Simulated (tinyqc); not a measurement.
## Projection against the Weibull slope

Defects are spread at random, so -ln(1 - F) is proportional to the area: t63(A2) = t63 (A1/A2)^(1/beta), and the time to the share Fp is t63(A2) (-ln(1 - Fp))^(1/beta).

Inputs (values chosen for the exercise): area of a test capacitor A1 = 91 um^2; gate area of the product A2 = 2.6e6 um^2; allowed share of failed products Fp = 1e-5; characteristic time of a test capacitor t63 = 2800 s.

Results:
```
beta  t63 of the product (s)  time to Fp (s)  decades lost to area  decades lost to the percentile
0.6                 1.049e-4       4.867e-13                 7.427                           8.333
1.02                  0.1198        1.502e-6                 4.369                           4.902
1.45                   2.366        8.430e-4                 3.073                           3.448
1.88                   11.94         0.02615                 2.370                           2.660
2.3                    32.34          0.2167                 1.937                           2.174
2.73                   65.31          0.9626                 1.632                           1.832
3.58                   159.4           6.395                 1.245                           1.397
4                      215.4           12.11                 1.114                           1.250
```

Estimate the missing row, beta = 3.15.

Computed row:
```
beta  t63 of the product (s)  time to Fp (s)  decades lost to area  decades lost to the percentile
3.15                   107.8           2.788                 1.415                           1.587
```

With this row back in the table: Both losses go as 1/beta: together 15.8 decades at beta = 0.6 and 2.36 at 4. For small Fp only the ratio Fp/A2 counts, so ten times the area costs as much as a tenth of Fp.

tinyqc, about 0.01 s, one thread, Intel Xeon 2.30GHz (shared host): `OMP_NUM_THREADS=1 python tinyqc.py 2070173 2070174 out.jsonl`
